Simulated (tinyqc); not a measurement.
Sp3 tight binding, zinc-blende lattice, step by step. One step of it, computed by the program tinyqc.

Task: Bloch Hamiltonian at L. Slater-Koster rules over the four bonds with direction cosines (l, m, n): ss V_ss; s-px l V_sp; px-s -l V_sp; px-px l^2 V_pps + (1 - l^2) V_ppp; px-py l m (V_pps - V_ppp); each times exp(i k.d).

Parameters chosen for this model: zinc-blende lattice, anion at 0, cation at a/4 (1,1,1); V = eta hbar^2 / (m d^2), hbar^2/m = 7.619964 eV angstrom^2:
```
parameter          value      unit
a               4.550000  angstrom
d               1.970208  angstrom
Es anion      -13.110000        eV
Ep anion       -5.820000        eV
Es cation     -13.110000        eV
Ep cation      -5.820000        eV
eta ss         -1.350000
eta sp          1.810000
eta pp sigma    2.250000
eta pp pi      -0.830000
V ss           -2.650102        eV
V sp            3.553100        eV
V pp sigma      4.416837        eV
V pp pi        -1.629322        eV
```

k point L (2 pi / a): 0.500000  0.500000  0.500000

Give: H(k) at L.

Result:

H(k) at L (eV), lower triangle (Hermitian):
```
                  a s             a px             a py             a pz
a s          -13.1100
a px           0.0000          -5.8200
a py           0.0000           0.0000          -5.8200
a pz           0.0000           0.0000           0.0000          -5.8200
c s   -3.7478-3.7478i   2.9011+2.9011i   2.9011+2.9011i   2.9011+2.9011i
c px  -2.9011-2.9011i   0.5460+0.5460i  -2.8502-2.8502i  -2.8502-2.8502i
c py  -2.9011-2.9011i  -2.8502-2.8502i   0.5460+0.5460i  -2.8502-2.8502i
c pz  -2.9011-2.9011i  -2.8502-2.8502i  -2.8502-2.8502i   0.5460+0.5460i

           c s     c px     c py     c pz
c s   -13.1100
c px    0.0000  -5.8200
c py    0.0000   0.0000  -5.8200
c pz    0.0000   0.0000   0.0000  -5.8200
```
